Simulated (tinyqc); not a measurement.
Inside a calculation. Model: on-chip power grid, static voltage drop by conjugate gradients.

Numbers from tinyqc (`OMP_NUM_THREADS=1 python tinyqc.py 2770214 2770215 out.jsonl`; about 0.2 s on one thread of a shared Intel Xeon 2.30GHz). Printed values are rounded.

A grid of 4 rows and 4 columns, node k = 4 row + column. Neighbours in a row are joined by Rx, in a column by Ry; pad nodes, which reach the supply through Rp: 0, 15. Each node draws I0, node 14 draws kh I0. The drops u = Vdd - V solve G u = i, with G the conductance matrix (1/Rp added on the diagonal at pad nodes).

Parameters, values chosen for the exercise: supply voltage Vdd = 0.8 V; resistance of a horizontal segment Rx = 0.52 ohm; resistance of a vertical segment Ry = 0.18 ohm; resistance from a pad node to the supply Rp = 0.44 ohm; load current of an ordinary node I0 = 4.5 mA; factor on the load at the hot node kh = 5.

## Diagonal of G, loads and first direction

G_kk = sum of the conductances at node k. Start u = 0, so the residual is r = i; z = r/G_kk (Jacobi preconditioner), p = z.

G_kk (S):

|  | col 0 | col 1 | col 2 | col 3 |
|---|---|---|---|---|
| row 0 | 9.751360 | 9.401709 | 9.401709 | 7.478632 |
| row 1 | 13.03419 | 14.95726 | 14.95726 | 13.03419 |
| row 2 | 13.03419 | 14.95726 | 14.95726 | 13.03419 |
| row 3 | 7.478632 | 9.401709 | 9.401709 | 9.751360 |

r at the start (mA):

|  | col 0 | col 1 | col 2 | col 3 |
|---|---|---|---|---|
| row 0 | 4.5 | 4.5 | 4.5 | 4.5 |
| row 1 | 4.5 | 4.5 | 4.5 | 4.5 |
| row 2 | 4.5 | 4.5 | 4.5 | 4.5 |
| row 3 | 4.5 | 4.5 | 22.5 | 4.5 |

p at the start (mV):

|  | col 0 | col 1 | col 2 | col 3 |
|---|---|---|---|---|
| row 0 | 0.4614741 | 0.4786364 | 0.4786364 | 0.6017143 |
| row 1 | 0.3452459 | 0.3008571 | 0.3008571 | 0.3452459 |
| row 2 | 0.3452459 | 0.3008571 | 0.3008571 | 0.3452459 |
| row 3 | 0.6017143 | 0.4786364 | 2.393182 | 0.4614741 |

## Iteration 1: conjugate-gradient step

u at the start (mV):

|  | col 0 | col 1 | col 2 | col 3 |
|---|---|---|---|---|
| row 0 | 0 | 0 | 0 | 0 |
| row 1 | 0 | 0 | 0 | 0 |
| row 2 | 0 | 0 | 0 | 0 |
| row 3 | 0 | 0 | 0 | 0 |

q = G p; with z = r/G_kk: a = (r.z)/(p.q); u(new) = u + a p; r(new) = r - a q; b = (r.z)(new)/(r.z); p(new) = z(new) + b p.

q (mA):

|  | col 0 | col 1 | col 2 | col 3 |
|---|---|---|---|---|
| row 0 | 1.66151 | 1.02067 | 0.75097 | 1.66151 |
| row 1 | -0.56035 | -1.07303 | -1.07303 | -1.33946 |
| row 2 | -1.33946 | -1.07303 | -11.70939 | -0.56035 |
| row 3 | 1.66151 | -2.93084 | 19.02067 | -2.02031 |

a = 1.988169

u after iteration 1 (mV):

|  | col 0 | col 1 | col 2 | col 3 |
|---|---|---|---|---|
| row 0 | 0.917489 | 0.951610 | 0.951610 | 1.196310 |
| row 1 | 0.686407 | 0.598155 | 0.598155 | 0.686407 |
| row 2 | 0.686407 | 0.598155 | 0.598155 | 0.686407 |
| row 3 | 1.196310 | 0.951610 | 4.758050 | 0.917489 |

r after iteration 1 (mA):

|  | col 0 | col 1 | col 2 | col 3 |
|---|---|---|---|---|
| row 0 | 1.19663 | 2.47074 | 3.00694 | 1.19663 |
| row 1 | 5.61407 | 6.63336 | 6.63336 | 7.16308 |
| row 2 | 7.16308 | 6.63336 | 27.78024 | 5.61407 |
| row 3 | 1.19663 | 10.32701 | -15.31630 | 8.51671 |

b = 1.460069

p after iteration 1 (mV):

|  | col 0 | col 1 | col 2 | col 3 |
|---|---|---|---|---|
| row 0 | 0.796498 | 0.961639 | 1.018671 | 1.038551 |
| row 1 | 0.934802 | 0.882759 | 0.882759 | 1.053643 |
| row 2 | 1.053643 | 0.882759 | 2.296580 | 0.934802 |
| row 3 | 1.038551 | 1.797261 | 1.865113 | 1.547171 |

## Iteration 2: conjugate-gradient step

As before.

q (mA):

|  | col 0 | col 1 | col 2 | col 3 |
|---|---|---|---|---|
| row 0 | 0.72429 | 0.64612 | 0.82651 | -0.04561 |
| row 1 | 0.20820 | -0.53830 | -8.93825 | 1.07270 |
| row 2 | 1.07270 | -8.12807 | 15.58929 | -6.68109 |
| row 3 | -1.54290 | 6.40914 | -1.65513 | 6.30692 |

a = 3.395187

u after iteration 2 (mV):

|  | col 0 | col 1 | col 2 | col 3 |
|---|---|---|---|---|
| row 0 | 3.62175 | 4.21656 | 4.41019 | 4.72239 |
| row 1 | 3.86023 | 3.59529 | 3.59529 | 4.26372 |
| row 2 | 4.26372 | 3.59529 | 8.39547 | 3.86023 |
| row 3 | 4.72239 | 7.05365 | 11.09046 | 6.17042 |

r after iteration 2 (mA):

|  | col 0 | col 1 | col 2 | col 3 |
|---|---|---|---|---|
| row 0 | -1.26248 | 0.27703 | 0.20079 | 1.35150 |
| row 1 | 4.90719 | 8.46099 | 36.98037 | 3.52105 |
| row 2 | 3.52105 | 34.22968 | -25.14830 | 28.29761 |
| row 3 | 6.43508 | -11.43320 | -9.69684 | -12.89647 |

b = 2.764050

p after iteration 2 (mV):

|  | col 0 | col 1 | col 2 | col 3 |
|---|---|---|---|---|
| row 0 | 2.072094 | 2.687485 | 2.837013 | 3.051322 |
| row 1 | 2.960324 | 3.005669 | 4.912393 | 3.182463 |
| row 2 | 3.182463 | 4.728490 | 4.666518 | 4.754868 |
| row 3 | 3.731069 | 3.751642 | 4.123874 | 2.953927 |

## Iteration 3: conjugate-gradient step

As before.

q (mA):

|  | col 0 | col 1 | col 2 | col 3 |
|---|---|---|---|---|
| row 0 | -1.40875 | -0.87180 | -11.65446 | -0.31643 |
| row 1 | 3.61331 | -11.38311 | 19.88942 | -11.33382 |
| row 2 | -4.78684 | 18.09047 | 1.35963 | 18.91072 |
| row 3 | 3.00825 | -6.10320 | -0.04895 | -5.54166 |

a = 2.398351

u after iteration 3 (mV):

|  | col 0 | col 1 | col 2 | col 3 |
|---|---|---|---|---|
| row 0 | 8.59136 | 10.66209 | 11.21434 | 12.04053 |
| row 1 | 10.96013 | 10.80394 | 15.37693 | 11.89639 |
| row 2 | 11.89639 | 14.93587 | 19.58742 | 15.26408 |
| row 3 | 13.67080 | 16.05140 | 20.98096 | 13.25498 |

r after iteration 3 (mA):

|  | col 0 | col 1 | col 2 | col 3 |
|---|---|---|---|---|
| row 0 | 2.11620 | 2.36791 | 28.15228 | 2.11040 |
| row 1 | -3.75879 | 35.76170 | -10.72146 | 30.70352 |
| row 2 | 15.00157 | -9.15761 | -28.40918 | -17.05693 |
| row 3 | -0.77976 | 3.20442 | -9.57943 | 0.39437 |

b = 1.102494

p after iteration 3 (mV):

|  | col 0 | col 1 | col 2 | col 3 |
|---|---|---|---|---|
| row 0 | 2.501488 | 3.214796 | 6.122170 | 3.646256 |
| row 1 | 2.975361 | 5.704658 | 4.699079 | 5.864262 |
| row 2 | 4.659587 | 4.600881 | 3.245453 | 3.933585 |
| row 3 | 4.009217 | 4.476997 | 3.527645 | 3.297130 |

## Course of the conjugate-gradient iteration

Stop when |r| is below 1e-9 mA.

Course of the iteration:

| iteration | largest u (mV) | \|r\| (mA) |
|---|---|---|
| 1 | 4.758050 | 38.8 |
| 2 | 11.09046 | 67.3 |
| 3 | 20.98096 | 68.3 |
| 4 | 26.59412 | 50.5 |
| 5 | 29.03585 | 21.9 |
| 6 | 29.28145 | 13.0 |
| 7 | 29.37850 | 7.47 |
| 8 | 29.36456 | 5.02 |
| 9 | 29.30831 | 3.93 |
| 10 | 29.31731 | 2.19 |
| 11 | 29.32948 | 0.301 |
| 12 | 29.32818 | 0.112 |
| 13 | 29.32860 | 0.0617 |
| 14 | 29.32987 | 3.07e-3 |
| 15 | 29.32988 | 1.61e-3 |
| 16 | 29.32988 | < 1e-11 |

Converged in 16 iterations for 16 unknowns; in exact arithmetic the method needs at most 16. The condition number of the scaled matrix is 109. Gauss-Seidel sweeps in node order need 651 to reach the same residual.

## Worst drop, pad currents and power lost

converged u (mV):

|  | col 0 | col 1 | col 2 | col 3 |
|---|---|---|---|---|
| row 0 | 19.25846 | 26.35760 | 28.39676 | 27.96627 |
| row 1 | 23.86953 | 27.29914 | 28.44164 | 27.00726 |
| row 2 | 26.48342 | 28.22236 | 28.56852 | 24.74173 |
| row 3 | 27.68538 | 28.81770 | 29.32988 | 20.34154 |

Pad current u/Rp; worst drop as a share of Vdd; power lost in the grid and pads sum_k i_k u_k; power delivered sum_k i_k (Vdd - u_k).

worst drop = 29.32988 mV
share of Vdd = 3.666235 %
pad currents (mA): node 0 43.76923, node 15 46.23077
power lost = 2.430480 mW
power delivered = 69.56952 mW

The pad currents add up to the total load, 90.00 mA. The worst drop is at node 14; the hot node is 14.
